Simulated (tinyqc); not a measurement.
## On-chip interconnect, size-dependent resistivity and RC delay: course in time

A rectangular line between two neighbours and two ground planes. Surface and grain-boundary scattering are added to the bulk resistivity as corrections; capacitances are parallel-plate values without fringing; inductance is ignored.

7 equal pi sections: series Rs = r Lw/7; node capacitances c Lw/7, halved at nodes 0 and 7, with Cl added to node 7; Rd feeds node 0. Elmore delay of node k: the sum, over the resistors on the path to k, of resistance times all capacitance downstream of it.

A 1 V step is applied behind Rd at t = 0. C dv/dt = -G v + b, with G the conductance matrix of the ladder (1/Rs between neighbours, 1/Rd added at node 0) and b = (1 V/Rd, 0, ...). Trapezoidal step: (C/dt + G/2) v(new) = (C/dt - G/2) v + b. The last column solves the same ladder exactly by its modes.

Inputs (values chosen for the exercise):
- Rd = 450 ohm (driver resistance)
- dt = 1.4 ps (time step)

Rs = 43.7602 ohm
C, node 0 to 7 (fF): 0.801033  1.60207  1.60207  1.60207  1.60207  1.60207  1.60207  3.40103

Voltages (V):
```
t (ps)  node 0  node 3  node 7  node 7, exact
1.400   0.4685  0.1861  0.0682         0.0854
2.800   0.3838  0.3409  0.2259         0.2281
4.200   0.6063  0.4192  0.3566         0.3516
5.600   0.5686  0.5350  0.4533         0.4555
7.000   0.7241  0.5927  0.5457         0.5427
8.400   0.6932  0.6706  0.6158         0.6160
9.800   0.8088  0.7144  0.6791         0.6775
11.20   0.7805  0.7667  0.7299         0.7292
12.60   0.8686  0.7997  0.7735         0.7726
14.00   0.8420  0.8348  0.8100         0.8090
15.40   0.9107  0.8596  0.8402         0.8396
16.80   0.8855  0.8830  0.8662         0.8653
```

What does the comparison show?

The far end of the ladder reaches 0.5 V at 6.284 ps, 0.720 of its Elmore delay (ln 2 = 0.693 for a single pole); the slowest mode has a time constant of 8.018 ps. The largest error of the trapezoidal steps at that node is 17 mV. Node 0 swings up and down from step to step: the trapezoidal rule does not damp modes much faster than dt, so these swings are numerical.

Program tinyqc, `OMP_NUM_THREADS=1 python tinyqc.py 2100041 2100042 out.jsonl`; Intel Xeon 2.30GHz, shared host, one thread, about 0.01 s.
